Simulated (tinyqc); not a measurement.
# MOS inversion layer, Poisson-Schroedinger loop: effect of the sheet density of electrons

Electrons confined at an insulator interface at z = 0, treated as a hard wall; parabolic valleys, Hartree approximation, no image or exchange terms. The depletion charge lies far deeper than the electrons and gives a uniform field q Nd/(eps0 eps_r); the gate balances all charge. Energies are counted from the band edge at the interface.

Schroedinger equation -(C/mz) psi'' + (V0 + U) psi = E psi, C = hbar^2/(2 m0), psi(0) = 0, on a uniform mesh of 800 nodes with a far wall at 42 nm, 8 levels a set; V0 = q Nd z/(eps0 eps_r); dU/dz = q (Ns - integral of n from 0 to z)/(eps0 eps_r), U(0) = 0; N_k = g md m0 q Vt/(pi hbar^2) ln(1 + exp((EF - E_k)/Vt)), g the number of valleys of the set, sum N_k = Ns. Triangular well: E_k = a_k (C F^2/mz)^(1/3), a_1 = 2.338107, a_2 = 4.087949, C = hbar^2/(2 m0), F in eV/nm. Fang-Howard (all electrons in the lowest level of set A): b^3 = 6 (mz1/C) q (Nd + 11 Ns/32)/(eps0 eps_r), centroid 3/b, level C b^2/(4 mz1) + (3/b) q (Nd + 11 Ns/16)/(eps0 eps_r). The centroid adds 3.9 z_av/eps_r to an oxide-equivalent thickness. Shares under 0.0001 % are printed as 0.

Parameters, values chosen for the exercise; masses and permittivity close to those of germanium (100): temperature T = 300 K; relative permittivity eps_r = 15.8; mass along z of valley set A (4 valley(s)) mz1 = 0.118 m0; in-plane density-of-states mass of set A md1 = 0.295 m0; sheet density of depletion charge Nd = 6.4e11 cm^-2.

Constants: q = 1.602176634e-19 C, kB = 1.380649e-23 J/K, hbar = 1.054571817e-34 J s, m0 = 9.1093837015e-31 kg, Vt = kB T/q, eps0 = 8.8541878128e-14 F/cm where lengths are in cm, hbar^2/(2 m0) = 0.0380998212 eV nm^2. Results are converted to the units shown.

Effect of the sheet density of electrons:
```
Ns (cm^-2)	A1 (meV)	A2 (meV)	EF (meV)	share of A1 (%)	share of A2 (%)	centroid z_av (nm)	added oxide equivalent (nm)	Fang-Howard centroid (nm)
1e11	65.3	112	-65.1	81.9	13.6	6.35	1.57	5.73
2.1e11	70.4	118	-40.5	82.6	13.1	6.19	1.53	5.63
4.5e11	81.0	131	-9.56	84.0	12.2	5.91	1.46	5.42
9.7e11	102	157	32.4	86.2	10.6	5.42	1.34	5.07
2.1e12	142	205	94.0	89.5	8.27	4.74	1.17	4.53
4.4e12	209	285	184	92.9	5.71	3.98	0.983	3.89
9.4e12	327	423	328	95.9	3.35	3.21	0.791	3.20
2e13	526	652	559	97.9	1.74	2.53	0.625	2.57
```

As Ns goes from 1e11 to 2e13, A1 rises from 65.3 to 526 meV, the share of A1 rises from 81.9 to 97.9 % and the centroid falls from 6.35 to 2.53 nm. A1 goes as Ns^(0.63) between the last two rows (a triangular well in the field of that charge alone gives 2/3). EF lies more than 2 meV above A1 for Ns = 2e13. The Fang-Howard centroid is 9.7 % below the full one in the first row, where A1 holds 81.9 %, and 1.4 % above it in the last, where A1 holds 97.9 %.

tinyqc, about 0.5 s, one thread, Intel Xeon 2.30GHz (shared host): `OMP_NUM_THREADS=1 python tinyqc.py 2160083 2160084 out.jsonl`
